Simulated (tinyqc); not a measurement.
Worked calculation: gas flow in a process chamber: flow regimes, conductance, effective pumping speed, pump-down, outgassing and purge. Computed by tinyqc, a small Python program that keeps every step. Command: `OMP_NUM_THREADS=1 python tinyqc.py 3121081 3121082 out.jsonl pump walk`. One thread of a shared host (Intel(R) Xeon(R) Processor @ 2.30GHz), about 0.08 s of CPU time with the checks. Intermediate numbers are printed to about 6 digits and carried at full precision; extremes and crossings named in words are read from the listed rows.

Ideal gas, isothermal flow, a pump of constant speed at the end of a round pipe; process gas, volume gas and outgassing are given the same properties. 1 sccm = 101325 Pa x 1e-6 m^3/60 s x T/273.15 K.

Inputs (values chosen for the exercise, modelled on water vapour near room temperature):

| quantity | value | unit |
|---|---|---|
| molar mass M | 18.02 | g/mol |
| molecular diameter | 0.46 | nm |
| viscosity eta | 9.9 | micropascal s |
| temperature T | 293 | K |
| chamber volume V | 31 | L |
| wall area | 2 | m^2 |
| pipe diameter d | 10 | cm |
| pipe length l | 11 | cm |
| pump speed S | 430 | L/s |
| process gas flow | 10 | sccm |
| outgassing rate after 1 h | 1.4e-05 | Pa m^3/(s m^2) |
| outgassing exponent n | 0.82 | - |
| starting pressure p0 | 2000 | Pa |
| target base pressure | 8e-06 | Pa |

Constants: k_B = 1.380649e-23 J/K; u = 1.6605390666e-27 kg.

## Molecular flow

Mean speed c = sqrt(8 k_B T/(pi m)); aperture conductance C_a = c pi d^2/16; molecular pipe C_m = C_a/(1 + 3 l/(4 d)) (Dushman form); viscous pipe C_v = pi d^4 p_mean/(128 eta l); Knudsen interpolation C = C_v + C_m (1 + x)/(1 + 1.24 x), x = d p_mean sqrt(m/(k_B T))/eta. Effective speed 1/S_eff = 1/S + 1/C_m; time constant V/S_eff; pressure at which the free path k_B T/(sqrt2 pi d_m^2 p) equals d.

mean speed c = 586.737 m/s

C_a = 1152.06 L/s

C_m = 631.263 L/s

S_eff in molecular flow = 255.774 L/s

time constant = 0.121201 s

pressure where the free path equals d = 0.0430299 Pa

The pipe passes on 59 % of the pump speed.

## Process pressure

Steady flow: the pump inlet is at p_2 = Q/S, and the chamber pressure p_1 solves Q = C((p_1 + p_2)/2) (p_1 - p_2). Residence time = p_1 V/Q. Knudsen number = free path at the mean pressure over d.

throughput Q = 18.1147 Pa L/s

p_2 = 0.0421273 Pa

chamber pressure p_1 = 0.0689058 Pa

conductance C = 676.465 L/s

residence time = 0.117919 s

Knudsen number = 0.775083

The flow in the pipe is transitional.

## Purging a well-mixed chamber

With steady flow a contaminant decays as exp(-t/residence time); gas used = flow x time.

time to dilute 1e3 times = 0.814559 s

time to dilute 1e6 times = 1.62912 s

gas used for 1e6 = 0.271520 standard cm^3

## Pump-down curve

Pump-down: V dp/dt = -S_eff(p) p + q(t) A, with S_eff = S p_2/p, where p_2 solves C((p + p_2)/2) (p - p_2) = S p_2 at each moment, and q(t) = q_1 (1 h/(t + 10 s))^n; integrated adaptively. At long times p = q(t) A/S_eff. S_eff(p) is tabulated at 260 pressures and interpolated in ln p. Comparison columns: p0 exp(-t/time constant) with the molecular S_eff (0 below 1e-26 p0), and the outgassing limit.

Pressure against time:

| t (s) | p (Pa) | S_eff (L/s) | volume gas only (Pa) | outgassing limit (Pa) |
|---|---|---|---|---|
| 0.3 | 3.13698e+01 | 427.408 | 1.68287e+02 | 1.33335e-02 |
| 1 | 2.91348e-02 | 255.519 | 5.22118e-01 | 1.26336e-02 |
| 3 | 1.11629e-02 | 254.391 | 3.55833e-08 | 1.10163e-02 |
| 10 | 7.81418e-03 | 254.560 | 0 | 7.73794e-03 |
| 30 | 4.40873e-03 | 254.926 | 0 | 4.38310e-03 |
| 100 | 1.91712e-03 | 255.345 | 0 | 1.91218e-03 |
| 300 | 8.18511e-04 | 255.578 | 0 | 8.17624e-04 |
| 1000 | 3.10527e-04 | 255.697 | 0 | 3.10404e-04 |
| 3600 | 1.09238e-04 | 255.747 | 0 | 1.09223e-04 |
| 20000 | 2.68201e-05 | 255.767 | 0 | 2.68193e-05 |
| 100000 | 7.16866e-06 | 255.772 | 0 | 7.16860e-06 |

From t = 3 s on the pressure is within 20 % of the outgassing limit, which falls only as (t + 10 s)^-0.82: walls, not volume, set the time to base pressure. Early on viscous flow raises S_eff to 427 L/s, 1.7 times its molecular value.

## Time to base pressure

From the outgassing limit: t = 1 h x (q_1 A/(S_eff p_target))^(1/n) - 10 s; monolayer time at the target = 1e19 m^-2 x 4 k_B T/(p c) for unit sticking.

time to the target = 24.2982 h

monolayer time = 34.4729 s

Checks made by the program: throughput from C and the pressure drop (relative difference below 1e-10).
